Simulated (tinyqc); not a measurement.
# Worked calculation: capacitance measurement on a leaky thin oxide: effects of series resistance and leakage

Program tinyqc, `OMP_NUM_THREADS=1 python tinyqc.py 2022106 2022107 out.jsonl`; Intel Xeon 2.30GHz, shared host, one thread, about 0.01 s. Printed values are rounded.

The device is a capacitance C in parallel with a leakage conductance G, in series with Rs and Ls. An impedance meter reports either a parallel pair (Cp, Gp) from Y = 1/Z = Gp + i w Cp or a series pair (Cs, Rm) from Z = Rm + 1/(i w Cs); w = 2 pi f, dissipation D = Gp/(w |Cp|).

Inputs (values chosen for the exercise); values of the order met in thin-oxide MOS capacitors: relative permittivity of the gate insulator (close to silicon dioxide) eox = 3.9; insulator thickness tox = 1.2 nm; gate area A = 100 um^2; oxide-equivalent thickness added by the accumulation layer zc = 0.27 nm; oxide-equivalent thickness added by gate depletion zp = 0 nm; gate leakage current density, not matched to the thickness Jg = 1 A/cm^2; voltage for an e-fold rise of the leakage Vs = 0.28 V; series resistance Rs = 61 ohm; series inductance Ls = 44 nH; measuring frequency f = 1e5 Hz.

Constants: eps0 = 8.8541878128e-14 F/cm where lengths are in cm. Results are converted to the units shown.

## True capacitance and conductance

EOT = 3.9 tox/eox; CET = EOT + zc + zp; C = 3.9 eps0 A/CET; G = Jg A/Vs.

EOT = 1.2 nm
CET = 1.47 nm
C = 2.34907 pF
G = 3.57143 uS

## What the meter reports

Z = Rs + i w Ls + 1/(G + i w C).

Z = (2.39215-0.98835i) x 1e5 ohm
Cp = 2.34805 pF
Gp = 3.57078 uS
Cs = 16.1030 pF
D = 2.42034

Cp is 0.044 % below C and Cs is 6.86 times it; G Rs = 2.18e-4, w C Rs = 9.00e-5 and G/(w C) = 2.42.
